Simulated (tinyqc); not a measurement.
Read current of a NAND string, cells in series solved by shooting: one step of the calculation.

Cells in series, numbered from 0 at the source line (0 V) to the bit line, each followed by a gap resistance Rg. A cell with gate Vg, threshold VT, source Vs and drain Vd passes I = 2 nf K Vt^2 [F(Vs) - F(Vd)]/(1 + th max(Vg - VT, 0)), F(V) = ln^2(1 + exp((Vg - VT - nf V)/(2 nf Vt))). The selected cell has Vg = Vr, the others Vg = Vp.

Problem. Node voltages for a trial current. For a trial current I start at 0 V and, cell by cell (the selected one is cell 3), solve for the drain: sqrt(F(Vd)) = sqrt(F(Vs) - I/k), k = 2 nf K Vt^2/(1 + th max(Vg - VT, 0)), Vd = [Vg - VT - 2 nf Vt ln(exp(sqrt F) - 1)]/nf, then add I Rg.

Values chosen for this exercise; values of the order met in vertical NAND strings:

| symbol | value | unit | meaning |
|---|---|---|---|
| T | 300 | K | temperature |
| K | 4.6 | uA/V^2 | gain factor of a cell |
| nf | 2.4 |  | slope factor |
| th | 0.07 | 1/V | mobility reduction factor |
| Rg | 6.3 | kohm | resistance of the gap between cells |
| Vbl | 0.7 | V | bit-line voltage |
| Vp | 6.3 | V | pass voltage |
| Vr | 2.47 | V | read voltage on the selected word line |

Constants: q = 1.602176634e-19 C, kB = 1.380649e-23 J/K, Vt = kB T/q. Results are converted to the units shown.

second trial current = 0.68 uA

```
cell,thresholds from the source end (V)
0,4.5
1,-1.1
2,4.5
3,0.7
4,-1.1
5,-1.1
```

Give: node voltage after each cell and gap, trial 2.

Solution.

```
cell,"node voltage after each cell and gap, trial 2 (V)"
0,0.1033
1,0.1391
2,0.2701
3,0.4591
4,0.4992
5,0.5400
```

Computed by the program tinyqc: `OMP_NUM_THREADS=1 python tinyqc.py 2142061 2142062 out.jsonl`, one thread of a shared Intel Xeon 2.30GHz, about 0.4 s for the whole run.
